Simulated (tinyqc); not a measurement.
Comparisons within one model: Penn model of the dielectric constant and Phillips ionicity. A value that a table varies takes the place of the one given here.

n = 32/a^3; Ep^2 = 8 pi c e2 n with c = hbar^2/2m0, e2 = e^2/(4 pi eps0); EF = c (3 pi^2 n)^(2/3); eps = 1 + (Ep/Eg)^2 S with S = 1 - Eg/(4 EF) + (Eg/(4 EF))^2/3, Eg the Penn gap. Core d shells are left out.

Phillips: bond length d = sqrt(3) a/4; homopolar gap Eh = 39.74 d^(-2.48) eV (d in angstrom); Eg^2 = Eh^2 + C^2; ionicity fi = C^2/Eg^2.

Constants: hbar^2/2m0 = 3.80998211 eV angstrom^2; e^2/(4 pi eps0) = 14.39964547 eV angstrom.

Values chosen for the exercise (out of a larger set: near those of AlN; not measured data): a = 4.381 angstrom (cubic lattice constant, 32 valence electrons a cell); C0 = 7.77 eV (ionic gap, held fixed); ei = 4.81 (high-frequency dielectric constant).

## Dielectric constant under pressure

The lattice constant is scaled by the factor listed; C = C0.

Results:

| factor | Eh (eV) | Eg (eV) | Ep (eV) | eps | fi |
|---|---|---|---|---|---|
| 0.94 | 9.468 | 12.248 | 25.135 | 4.644 | 0.402 |
| 0.96 | 8.986 | 11.880 | 24.354 | 4.631 | 0.428 |
| 0.98 | 8.538 | 11.544 | 23.612 | 4.607 | 0.453 |
| 0.99 | 8.326 | 11.388 | 23.255 | 4.592 | 0.466 |
| 1.00 | 8.121 | 11.239 | 22.907 | 4.574 | 0.478 |
| 1.01 | 7.923 | 11.097 | 22.568 | 4.555 | 0.490 |
| 1.02 | 7.732 | 10.961 | 22.237 | 4.533 | 0.502 |
| 1.04 | 7.368 | 10.708 | 21.598 | 4.484 | 0.527 |

d ln eps/d ln a = -0.41 around factor 1: eps rises under compression. Ep^2 goes as a^-3 and Eh^2 as a^-4.96; with C fixed Eg^2 goes as a^-2.59 at fi = 0.478, and leaving S aside the two powers balance at fi = 0.395. The slope is a difference of two powers and the model omits d shells and any change of C, so it is no prediction for a real crystal; eps from C0 (row 1.00) need not match a measured ei.

## What moves the Penn gap and the ionicity

Eg from ei; fi = 1 - (Eh/Eg)^2, printed even where negative. Each row changes one parameter from the base and keeps the others.

Results:

| case | Ep (eV) | Eg (eV) | Eh (eV) | fi |
|---|---|---|---|---|
| base | 22.907 | 10.911 | 8.121 | 0.446 |
| a = 4.469 angstrom | 22.234 | 10.583 | 7.730 | 0.466 |
| ei = 4.33 | 22.907 | 11.614 | 8.121 | 0.511 |

The largest shifts from the base row, up to three for each result and ties (the steps differ in size, so this ranks the rows, not the parameters). Ep (eV): a -0.673; unchanged at the printed digits by ei. Eg (eV): ei +0.704, a -0.328. Eh (eV): a -0.391; unchanged at the printed digits by ei. fi: ei +0.065, a +0.020. With the tabulated Phillips C of about 7.3 eV, fi would be 0.45; this model leaves out the d-shell factor.

Run: tinyqc, `OMP_NUM_THREADS=1 python tinyqc.py 1651978 1651979 out.jsonl`; Intel(R) Xeon(R) Processor @ 2.30GHz, one thread, shared host; about 0.01 s of CPU time with all checks.
